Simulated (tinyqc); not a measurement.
## Gain factor and gap resistance from two string resistances

Inverse problem. At small bit-line voltage each of the 96 cells has the resistance 1/(K x) at overdrive x (no mobility reduction) in series with a gap resistance Rg. Find K, Rg and the share of the gaps at the higher overdrive.

resistance of a string of 96 equal cells at overdrives of 3.7 and 8 V (kohm): 2283.8420  1211.0769

Answer. The resistance per cell is a straight line in 1/x with slope 1/K and intercept Rg.

K = 13.00 uA/V^2
Rg = 3.000 kohm
share of the gaps = 23.78 %

Computed by the program tinyqc: `OMP_NUM_THREADS=1 python tinyqc.py 2142268 2142269 out.jsonl`, one thread of a shared Intel Xeon 2.30GHz, about 1 s for the whole run.
